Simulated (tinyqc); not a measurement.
Stretching all distances: RHF, UHF, MP2, CISD and CCSD against full CI in the 3-21g basis, for H3+, spin multiplicity 1. Computed by the program tinyqc with PySCF. 

Geometry (angstrom):
```
atom       x       y        z
H     0.0000  0.0000   0.0000
H     0.0000  0.0000   0.8480
H     0.0000  0.0000  -0.8480
```

All coordinates are multiplied by the scale. c0^2 is the weight of the RHF determinant in the lowest singlet FCI state (UHF is spin-contaminated and may lie near states of higher spin) and n(LUMO) the first natural occupation beyond the occupied space.

Full CI energy (hartree) and errors against it (kcal/mol):
```
scale  distance 1-2 (angstrom)    E(FCI)     RHF     UHF     MP2   CISD      CCSD  <S^2> UHF   c0^2  n(LUMO)
1.000                    0.848  -1.25004  21.430  21.430   6.512  0.000     0.000      0.000  0.972    0.047
1.290                    1.094  -1.21579  24.135  23.707   7.734  0.000     0.000      0.131  0.954    0.075
1.570                    1.331  -1.16995  28.486  20.681   9.601  0.000     0.000      0.503  0.926    0.117
1.860                    1.577  -1.12695  34.791  15.670  11.968  0.000     0.000      0.712  0.886    0.172
2.150                    1.823  -1.09142  42.507  11.727  14.243  0.000     0.000      0.829  0.836    0.233
2.430                    2.061  -1.06434  50.837   9.259  15.704  0.000  5.89e-05      0.896  0.785    0.289
2.720                    2.307  -1.04300  59.842   7.599  15.682  0.000     0.000      0.939  0.738    0.341
```

UHF parts from RHF first at scale 1.29 of those listed, where <S^2> leaves zero. The weight c0^2 goes from 0.97 to 0.74 and n(LUMO) from 0.05 to 0.34: static correlation grows as the bonds break into open-shell fragments. The spread of the error along the curve, which distorts its shape, is CISD 0.0, CCSD 0.0, MP2 9.2, UHF 16.1, RHF 38.4 kcal/mol. With two electrons CISD and CCSD are exact.
